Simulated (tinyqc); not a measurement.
Delta-doped layer in the Thomas-Fermi potential: one step. Estimate from a V-shaped well. Two cases, with inputs chosen for the exercise.

Problem. Near z = 0 the well is -depth + e F0 |z|, whose levels are a (c (e F0)^2/m_z)^(1/3) with a = 1.018793 (even) and 2.338107 (odd); c = hbar^2/2m0, m_z = mz.

Constants: hbar^2/2m0 = 3.80998211 eV angstrom^2.

Give: levels 0 and 1.

Case 1.

Values chosen (out of a larger set: near those of a delta-doped layer in Ge; not measured data): m3 = 0.212 m0 (density-of-states mass of a valley); mz = 0.118 m0 (mass along z).

e F0 = 0.01887222 eV/angstrom
depth = 0.219669 eV

Subbands:
```
label,valleys g,m_d (m0),E (eV),rms z (angstrom)
0,4,0.284160,-0.074736,18.696
```

Solution.

levels 0 and 1 (eV): 0.0103  0.3081

Level 0 comes out 85 meV too high, since screening flattens the true well away from the plane, and both levels land above the rim at 0.

Case 2.

Values chosen (out of a larger set: near those of a delta-doped layer in Ge; not measured data): m3 = 0.223 m0 (density-of-states mass of a valley); mz = 0.121 m0 (mass along z).

e F0 = 0.003199748 eV/angstrom
depth = 0.051652 eV

Subbands:
```
label,valleys g,m_d (m0),E (eV),rms z (angstrom)
0,4,0.302736,-0.012833,40.783
```

Solution.

levels 0 and 1 (eV): 0.0182  0.1087

Level 0 comes out 31 meV too high, since screening flattens the true well away from the plane, and both levels land above the rim at 0.

Computed by tinyqc, one run a case: `OMP_NUM_THREADS=1 python tinyqc.py N N+1 out.jsonl` with N = 1281280, 1281413; one thread of a shared Intel(R) Xeon(R) Processor @ 2.30GHz, about 0.1 s a run at most.
